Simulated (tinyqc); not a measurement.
Worked calculation: surface photovoltage measurement of the minority-carrier diffusion length in a wafer. Computed by tinyqc, a small Python program that keeps every step. Command: `OMP_NUM_THREADS=1 python tinyqc.py 3130309 3130310 out.jsonl spv walk`. One thread of a shared host (Intel(R) Xeon(R) Processor @ 2.30GHz), about 0.01 s of CPU time with the checks. Intermediate numbers are printed to about 6 digits and carried at full precision; extremes and crossings named in words are read from the listed rows.

Low injection, steady light, a depletion layer much thinner than 1/alpha and L. The excess density dn is taken at the front edge of the neutral region; light that reaches the back is lost.

Inputs (values chosen for the exercise, modelled on p-type silicon at room temperature): diffusion length L = 240 micrometre; wafer thickness W = 300 micrometre; diffusivity D = 30.2 cm^2/s; front recombination velocity S_f = 32000 cm/s; back recombination velocity S_b = 2300 cm/s; photon flux entering = 9.8e+11 1/(cm^2 s); minority density at the surface barrier scale n_0 = 2.1e+10 1/cm^3; temperature T = 298 K; wavelength = 854 nm; relative noise of each reading = 0 %; diffusion length after pair splitting over L = 0.93; iron factor C = 1.05e+16 micrometre^2/cm^3.

Constants: k_B = 8.617333262e-05 eV/K.

## One wavelength

alpha = (84.732/lambda - 76.417)^2 per cm with lambda in micrometre (an empirical fit for silicon between 0.7 and 1.05 micrometre). Thick wafer: dn = Phi L/((S_f + D/L)(L + 1/alpha)). Finite wafer, with s = S_b L/D, w = W/L, a = alpha L: dn = [Phi a/(a^2 - 1)] [a - B - exp(-alpha W)(a - s)/(cosh w + s sinh w)]/(S_f + B D/L), B = (sinh w + s cosh w)/(cosh w + s sinh w). Photovoltage V = (k_B T/e) ln(1 + dn/n_0). Lifetime = L^2/D.

alpha = 519.876 1/cm

penetration depth 1/alpha = 19.2353 micrometre

dn, thick wafer = 2.72799e+07 1/cm^3

B = 1.04924

dn, finite wafer = 2.71123e+07 1/cm^3

photovoltage V = 0.0331327 mV

lifetime = 19.0728 microsecond

## The linear plot

normal deviates g for the noise: [0.24, -1.63, -0.39, 0.24, -0.30, 0.37, 0.13]

Readings y = (Phi/dn) (1 + noise x g) at 780, 830, 880, 920, 950, 975 and 995 nm; a least-squares line y = c (1/alpha + L_app) gives L_app = intercept/slope.

Readings:
```
lambda (nm)  1/alpha (micrometre)  y (cm/s)  line (cm/s)
780                         9.636   34729.7      34467.5
830                        15.176   35545.4      35376.7
880                        25.330   37052.3      37043.4
920                        40.658   39364.6      39559.4
950                        61.278   42594.4      42944.2
975                        90.917   47551.1      47809.2
995                       130.888   54733.1      54370.1
```

slope = 164.144 cm/(s micrometre)

apparent length L_app = 200.347 micrometre

error of L_app (rounded to 0.001) = -16.522 %

Without noise the error would be -16.5 %, from the finite thickness at W/L = 1.2. S_f scales all readings alike and leaves L_app unchanged.

## Where the wafer is too thin

No noise; L is varied at fixed W, and the last two columns set S_b to 0 and to 1e7 cm/s.

Apparent length (micrometre):
```
L         W/L  given S_b  S_b = 0  S_b = 1e7
15    20.0000     15.000   15.000     15.000
30    10.0000     30.000   30.000     29.999
60     5.0000     59.993   60.124     59.704
90     3.3333     89.702   91.495     87.127
150    2.0000    143.720  163.544    127.752
240    1.2500    200.347  292.811    158.787
390    0.7692    245.728  510.881    177.597
630    0.4762    270.579  759.673    186.222
1200   0.2500    283.926  993.410    190.452
```

With a fast back surface L_app levels off, at 190 micrometre in the last row; with a passive one it reaches up to 1.31 times L among these rows and is 993 in the last. All three columns are within 5 % of L down to W/L = 3.3.

## Iron from two lengths

Splitting iron-boron pairs in boron-doped silicon shortens L; with nothing else changing, [Fe] = C (1/L_after^2 - 1/L^2). It is evaluated with the true lengths and with the apparent ones (without noise), which differ when the wafer is not thick against L.

L_after = 223.2 micrometre

[Fe] from the true lengths = 2.84745e+10 1/cm^3

[Fe] from the apparent lengths = 2.32681e+10 1/cm^3

bias, apparent over true less 1 (rounded to 0.001) = -18.284 %

Checks made by the program: dn against a finite-difference solution (relative difference 1e-06).
